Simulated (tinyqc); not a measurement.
Worked calculation: RKS/BP86 in the sto-3g basis, for H3-, spin multiplicity 1. The basis has no diffuse functions, so it cannot describe the extra electron: this is an exercise in the method, not the real anion. Computed by tinyqc, a small Python program that keeps every step (integrals from PySCF). Settings: charge = -1, multiplicity = 1, basis = sto-3g, energy threshold = 1e-08, iteration cap = 73, orthogonalisation = symmetric, start = atomic densities, DIIS depth = 0, method = RKS, functional = b88,p86, grid = [40, 14]. Command: `OMP_NUM_THREADS=1 python tinyqc.py 26678 26679 out.jsonl` (the two numbers bound the seeds that draw the settings). One thread of a shared host (Intel(R) Xeon(R) Processor @ 2.60GHz), about 0.5 s of CPU time with the checks. Later iterations appear only in the table of the cycle.

## One-electron integrals

Geometry (angstrom):
```
atom       x       y        z
H     0.0000  0.0000   0.0000
H     0.0000  0.0000   1.1490
H     0.0000  0.0000  -1.1490
```

Basis sto-3g: exponents (1/bohr^2) and contraction coefficients of normalised primitives:
```
element  l (shell)  exponent  coefficient
H            s (1)    3.4253       0.1543
H            s (1)    0.6239       0.5353
H            s (1)    0.1689       0.4446
```

Overlap, kinetic and nuclear-attraction integrals over the contracted functions; the nuclear repulsion is the sum of Za Zb / Rab.

nuclear repulsion = 1.151386 hartree

overlap S, order 1H 1s, 2H 1s, 3H 1s:
```
[[1.0000, 0.4133, 0.4133],
 [0.4133, 1.0000, 0.0716],
 [0.4133, 0.0716, 1.0000]]
```

kinetic energy T (hartree), order 1H 1s, 2H 1s, 3H 1s:
```
[[0.7600, 0.0649, 0.0649],
 [0.0649, 0.7600, -0.0114],
 [0.0649, -0.0114, 0.7600]]
```

nuclear attraction V (hartree), order 1H 1s, 2H 1s, 3H 1s:
```
[[-2.1320, -0.7470, -0.7470],
 [-0.7470, -1.9096, -0.1198],
 [-0.7470, -0.1198, -1.9096]]
```

core Hamiltonian H = T + V (hartree), order 1H 1s, 2H 1s, 3H 1s:
```
[[-1.3720, -0.6821, -0.6821],
 [-0.6821, -1.1495, -0.1313],
 [-0.6821, -0.1313, -1.1495]]
```

## Two-electron integrals

Functions are numbered as in S; the eight-fold symmetry (ij|kl) = (ji|kl) = (kl|ij) leaves the list below.

Two-electron integrals (ij|kl) in chemists' order, unique and non-zero (hartree):
```
(11|11) 0.7746   (21|11) 0.2459   (21|21) 0.1054   (22|11) 0.4323
(22|21) 0.2459   (22|22) 0.7746   (31|11) 0.2459   (31|21) 0.0732
(31|22) 0.1276   (31|31) 0.1054   (32|11) 0.0410   (32|21) 0.0150
(32|22) 0.0311   (32|31) 0.0150   (32|32) 0.0025   (33|11) 0.4323
(33|21) 0.1276   (33|22) 0.2300   (33|31) 0.2459   (33|32) 0.0311
(33|33) 0.7746
```

## Orthogonalisation

S = U s U^T; symmetric (Loewdin) form X = U s^(-1/2) U^T, so that X^T S X = 1.

eigenvalues of S: [0.4503, 0.9284, 1.6214]

X, order 1H 1s, 2H 1s, 3H 1s:
```
[[1.1594, -0.2488, -0.2488],
 [-0.2488, 1.0771, 0.0392],
 [-0.2488, 0.0392, 1.0771]]
```

## Starting guess

The start is atomic minimal-basis densities projected into this basis (PySCF's MINAO start) and scaled to the electron count of each spin; this density is not idempotent, so its energy is not variational and may lie below the converged one.

D at the start, order 1H 1s, 2H 1s, 3H 1s:
```
[[1.2193, 0.1246, 0.1246],
 [0.1246, 1.2853, 0.0287],
 [0.1246, 0.0287, 1.2853]]
```

## Iteration 1: exchange-correlation on the grid

Becke grid with 40 radial and 14 angular points per atom, points of zero weight dropped. rho = sum D_ij phi_i phi_j; V_xc,ij = sum w v_xc phi_i phi_j plus the gradient terms; v_xc is d(rho eps)/d rho at fixed gradient.

The 16 grid points with the largest w rho, of 1628 (bohr, atomic units):
```
x              y        z       w     rho  |grad rho|^2   eps_xc     v_xc
0.6690   -0.6690   0.6690  0.1858  0.0569        0.0115  -0.3481  -0.4189
-0.6690  -0.6690  -0.6690  0.1858  0.0569        0.0115  -0.3481  -0.4189
0.6690    0.6690  -0.6690  0.1858  0.0569        0.0115  -0.3481  -0.4189
0.6690   -0.6690  -0.6690  0.1858  0.0569        0.0115  -0.3481  -0.4189
-0.6690   0.6690   0.6690  0.1858  0.0569        0.0115  -0.3481  -0.4189
-0.6690   0.6690  -0.6690  0.1858  0.0569        0.0115  -0.3481  -0.4189
-0.6690  -0.6690   0.6690  0.1858  0.0569        0.0115  -0.3481  -0.4189
0.6690    0.6690   0.6690  0.1858  0.0569        0.0115  -0.3481  -0.4189
-0.6690  -0.6690   1.5023  0.1834  0.0575        0.0120  -0.3495  -0.4200
-0.6690   0.6690  -1.5023  0.1834  0.0575        0.0120  -0.3495  -0.4200
0.6690    0.6690   1.5023  0.1834  0.0575        0.0120  -0.3495  -0.4200
0.6690   -0.6690  -1.5023  0.1834  0.0575        0.0120  -0.3495  -0.4200
-0.6690  -0.6690  -1.5023  0.1834  0.0575        0.0120  -0.3495  -0.4200
-0.6690   0.6690   1.5023  0.1834  0.0575        0.0120  -0.3495  -0.4200
0.6690   -0.6690   1.5023  0.1834  0.0575        0.0120  -0.3495  -0.4200
0.6690    0.6690  -1.5023  0.1834  0.0575        0.0120  -0.3495  -0.4200
```

electrons on the grid, sum of w rho = 4.0084

E_xc = sum of w rho eps_xc = -1.507471 hartree

V_xc (hartree), order 1H 1s, 2H 1s, 3H 1s:
```
[[-0.4949, -0.1810, -0.1810],
 [-0.1810, -0.4792, -0.0286],
 [-0.1810, -0.0286, -0.4792]]
```

## Iteration 1: building the Kohn-Sham matrix

J_ij = sum D_kl (ij|kl); F = H + J + V_xc; E = tr D H + tr D J / 2 + E_xc + E_nn.

Coulomb J (hartree), order 1H 1s, 2H 1s, 3H 1s:
```
[[2.1806, 0.8254, 0.8254],
 [0.8254, 1.9132, 0.1374],
 [0.8254, 0.1374, 1.9132]]
```

Kohn-Sham matrix F (hartree), order 1H 1s, 2H 1s, 3H 1s:
```
[[0.3137, -0.0377, -0.0377],
 [-0.0377, 0.2845, -0.0225],
 [-0.0377, -0.0225, 0.2845]]
```

total energy of this density = -1.333349 hartree

This density is the starting one; it is not idempotent, so its energy is not variational and may lie below the converged one.

## Iteration 1: diagonalisation and new density

Diagonalise F' = X^T F X, C = X C', fill 2 alpha and 2 beta electrons from the bottom; D = 2 C_occ C_occ^T. Each column has its largest component positive (the first on a tie).

F' = X^T F X (hartree):
```
[[0.4976, -0.2167, -0.2167],
 [-0.2167, 0.3689, 0.0382],
 [-0.2167, 0.0382, 0.3689]]
```

orbital energies (hartree): [0.1426, 0.3307, 0.7621]

coefficients C, order 1H 1s, 2H 1s, 3H 1s:
```
[[0.4912, 0.0000, 1.1075],
 [0.4350, 0.7339, -0.7041],
 [0.4350, -0.7339, -0.7041]]
```

D after iteration 1, order 1H 1s, 2H 1s, 3H 1s:
```
[[0.4826, 0.4273, 0.4273],
 [0.4273, 1.4555, -0.6988],
 [0.4273, -0.6988, 1.4555]]
```

## Iteration 2: exchange-correlation on the grid

As before.

The 16 grid points with the largest w rho, of 1628 (bohr, atomic units):
```
x              y        z       w     rho  |grad rho|^2   eps_xc     v_xc
0.6690   -0.6690  -1.5023  0.1834  0.0659        0.0174  -0.3646  -0.4375
-0.6690   0.6690  -1.5023  0.1834  0.0659        0.0174  -0.3646  -0.4375
-0.6690  -0.6690  -1.5023  0.1834  0.0659        0.0174  -0.3646  -0.4375
0.6690    0.6690  -1.5023  0.1834  0.0659        0.0174  -0.3646  -0.4375
0.6690    0.6690   1.5023  0.1834  0.0659        0.0174  -0.3646  -0.4375
0.6690   -0.6690   1.5023  0.1834  0.0659        0.0174  -0.3646  -0.4375
-0.6690  -0.6690   1.5023  0.1834  0.0659        0.0174  -0.3646  -0.4375
-0.6690   0.6690   1.5023  0.1834  0.0659        0.0174  -0.3646  -0.4375
0.5796    0.5796  -1.5917  0.1317  0.0898        0.0343  -0.3990  -0.4822
-0.5796   0.5796  -1.5917  0.1317  0.0898        0.0343  -0.3990  -0.4822
-0.5796  -0.5796  -1.5917  0.1317  0.0898        0.0343  -0.3990  -0.4822
0.5796   -0.5796  -1.5917  0.1317  0.0898        0.0343  -0.3990  -0.4822
0.5796   -0.5796   1.5917  0.1317  0.0898        0.0343  -0.3990  -0.4822
-0.5796  -0.5796   1.5917  0.1317  0.0898        0.0343  -0.3990  -0.4822
0.5796    0.5796   1.5917  0.1317  0.0898        0.0343  -0.3990  -0.4822
-0.5796   0.5796   1.5917  0.1317  0.0898        0.0343  -0.3990  -0.4822
```

electrons on the grid, sum of w rho = 4.0105

E_xc = sum of w rho eps_xc = -1.502887 hartree

V_xc (hartree), order 1H 1s, 2H 1s, 3H 1s:
```
[[-0.4408, -0.1756, -0.1756],
 [-0.1756, -0.4972, -0.0278],
 [-0.1756, -0.0278, -0.4972]]
```

## Iteration 2: building the Kohn-Sham matrix

As before.

Coulomb J (hartree), order 1H 1s, 2H 1s, 3H 1s:
```
[[1.9953, 0.7941, 0.7941],
 [0.7941, 1.9468, 0.1322],
 [0.7941, 0.1322, 1.9468]]
```

Kohn-Sham matrix F (hartree), order 1H 1s, 2H 1s, 3H 1s:
```
[[0.1825, -0.0636, -0.0636],
 [-0.0636, 0.3000, -0.0268],
 [-0.0636, -0.0268, 0.3000]]
```

total energy of this density = -1.441079 hartree

## Iteration 2: diagonalisation and new density

As before.

F' = X^T F X (hartree):
```
[[0.3525, -0.2187, -0.2187],
 [-0.2187, 0.3928, 0.0408],
 [-0.2187, 0.0408, 0.3928]]
```

orbital energies (hartree): [0.0812, 0.3521, 0.7049]

coefficients C, order 1H 1s, 2H 1s, 3H 1s:
```
[[0.6394, 0.0000, 1.0291],
 [0.3336, 0.7339, -0.7574],
 [0.3336, -0.7339, -0.7574]]
```

D after iteration 2, order 1H 1s, 2H 1s, 3H 1s:
```
[[0.8178, 0.4266, 0.4266],
 [0.4266, 1.2997, -0.8546],
 [0.4266, -0.8546, 1.2997]]
```

## Iteration 19 (converged): orbitals

converged F (hartree), order 1H 1s, 2H 1s, 3H 1s:
```
[[0.2302, -0.0542, -0.0542],
 [-0.0542, 0.2929, -0.0252],
 [-0.0542, -0.0252, 0.2929]]
```

As before.

F' = X^T F X (hartree):
```
[[0.4051, -0.2176, -0.2176],
 [-0.2176, 0.3824, 0.0398],
 [-0.2176, 0.0398, 0.3824]]
```

orbital energies (hartree): [0.1058, 0.3427, 0.7215]

coefficients C, order 1H 1s, 2H 1s, 3H 1s:
```
[[0.5858, 0.0000, 1.0605],
 [0.3720, 0.7339, -0.7393],
 [0.3720, -0.7339, -0.7393]]
```

D after iteration 19, order 1H 1s, 2H 1s, 3H 1s:
```
[[0.6863, 0.4358, 0.4358],
 [0.4358, 1.3539, -0.8004],
 [0.4358, -0.8004, 1.3539]]
```

## Convergence

Stop when the energy changes by less than 1e-08 hartree and every element of the error matrix X^T (F D S - S D F) X is below 3e-05.

Course of the cycle:
```
iteration  E (hartree)     change  largest element of the error matrix
1            -1.333349          -                             2.10e-02
2            -1.441079  -1.08e-01                             1.21e-01
3            -1.450834  -9.75e-03                             7.18e-02
4            -1.454060  -3.23e-03                             4.44e-02
5            -1.455325  -1.26e-03                             2.69e-02
6            -1.455778  -4.53e-04                             1.65e-02
7            -1.455951  -1.74e-04                             1.01e-02
8            -1.456015  -6.35e-05                             6.17e-03
9            -1.456039  -2.44e-05                             3.77e-03
10           -1.456048  -8.61e-06                             2.30e-03
11           -1.456052  -3.69e-06                             1.41e-03
12           -1.456053  -1.25e-06                             8.60e-04
13           -1.456053  -4.68e-07                             5.26e-04
14           -1.456053  -1.75e-07                             3.22e-04
15           -1.456053  -6.53e-08                             1.97e-04
16           -1.456054  -2.44e-08                             1.20e-04
17           -1.456054  -9.11e-09                             7.34e-05
18           -1.456054  -3.40e-09                             4.49e-05
19           -1.456054  -1.27e-09                             2.74e-05
```

PySCF RKS in the same basis, fine grid = -1.457050 hartree

Converged in 19 iterations. The coarse grid moves the energy by +9.96e-04 hartree.

## Populations, bond orders and dipole

Mulliken: Z minus the diagonal of D S on the atom; Loewdin: the same with S^(1/2) D S^(1/2); Mayer order: 2 sum_s sum (D(s) S)_ij (D(s) S)_ji over the two atoms.

Charges (e):
```
atom  Mulliken  Loewdin
1H     -0.0466  -0.0277
2H     -0.4767  -0.4861
3H     -0.4767  -0.4861
```

Mayer bond orders:
```
pair   order
2-1   0.4989
3-1   0.4989
3-2   0.2738
```

dipole moment about the origin, x y z (debye): [0.0000, 0.0000, 0.0000]
